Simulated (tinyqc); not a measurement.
Mobility, diffusion coefficient and lifetime from two collectors.

Question. For an injected sheet in a field F the peak time tp at distance L obeys u^2 tp^2 + 2 D tp = L^2 with u^2 = v^2 + 4 D/tau, and the pulse area goes as exp(L (v - u)/(2 D)); v = mu F. Find u, D, mu and tau without using the Einstein relation.

Values chosen for this exercise:

| symbol | value | unit | meaning |
|---|---|---|---|
| F | 7 | V/cm | sweep field along the drift |

distances (um): [3500, 9200]
peak times (us): [237.042251, 627.055662]
ratio of the areas, far over near = 0.111114052

Solution. The two peak times give two linear equations for u^2 and D; the area ratio gives v - u, and u^2 - v^2 = 4 D/tau gives tau.

u = 1.46e3 cm/s
D = 5.25 cm^2/s
mu = 203 cm^2/(V s)
tau = 1.80e-4 s

Program tinyqc, `OMP_NUM_THREADS=1 python tinyqc.py 2310026 2310027 out.jsonl`; Intel Xeon 2.30GHz, shared host, one thread, about 0.01 s.
